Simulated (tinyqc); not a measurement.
Worked calculation: free-carrier optics of a doped semiconductor (Drude model). Values are carried at full precision from step to step, so a last printed digit may differ when a step is redone from the rounded ones.

eps(E) = ei [1 - Ep^2/(E^2 + i E Gam)], with Ep^2 = 8 pi c (e^2/(4 pi eps0)) N/(m ei), c = hbar^2/2m0, N in 1/angstrom^3 (1e-24 per 1/cm^3); Gam = hbar/tau, tau = mu m m0/e with m0/e = 5.685630e-12 kg/C and mu in m^2/(V s). Energies in meV.

Constants: hbar^2/2m0 = 3.80998211 eV angstrom^2; e^2/(4 pi eps0) = 14.39964547 eV angstrom; hbar = 6.58211957e-16 eV s; hbar c = 1973.269805 eV angstrom.

Values chosen for the exercise (mass and dielectric values near those of Ge; N and mu are free inputs; interband absorption and the rise of the mass with filling are left out; shifted at random, so the results belong to these values and not to a real crystal): N = 5.8e+17 1/cm^3 (carrier density); m = 0.132 m0 (conductivity mass); mu = 3100 cm^2/(V s) (mobility); ei = 15.56 (high-frequency dielectric constant); E = 19.7 meV (photon energy).

## Plasma energy and damping

Evaluate Ep, tau, Gam, the plasma wavelength hc/Ep (hc = 1239.841984 eV nm) and the dc resistivity 1/(e N mu), e = 1.602176634e-19 C.

Ep = 19.732 meV
tau = 232.66 fs
Gam = 2.829 meV
plasma wavelength = 62.83 micrometre
rho = 0.00347 ohm cm

Ep/Gam = 6.97: the plasma edge is sharp.

## Dielectric function at one energy

Insert the numbers.

free-carrier term = -15.2957+2.1966i
eps = 0.2643+2.1966i

## Optical constants

n + i k = sqrt(eps1 + i eps2) with k >= 0; R = ((n - 1)^2 + k^2)/((n + 1)^2 + k^2) at normal incidence from vacuum; alpha = 2 E k/(hbar c), times 1e8 for 1/cm; loss function Im(-1/eps) = eps2/(eps1^2 + eps2^2).

Convert eps at the photon energy E (in meV) into the optical constants.

n = 1.1128
k = 0.9870
R = 0.1815
alpha = 1.97e+03 1/cm

Light of this energy penetrates 1/alpha = 5.07 micrometre.

## Checks

- Integral of E eps2 of the free-carrier term against (pi/2) ei Ep^2 (meV^2): both 9516.7.

Program tinyqc; command `OMP_NUM_THREADS=1 python tinyqc.py 1680472 1680473 out.jsonl`; about 0.01 s on one thread of a shared Intel(R) Xeon(R) Processor @ 2.30GHz.
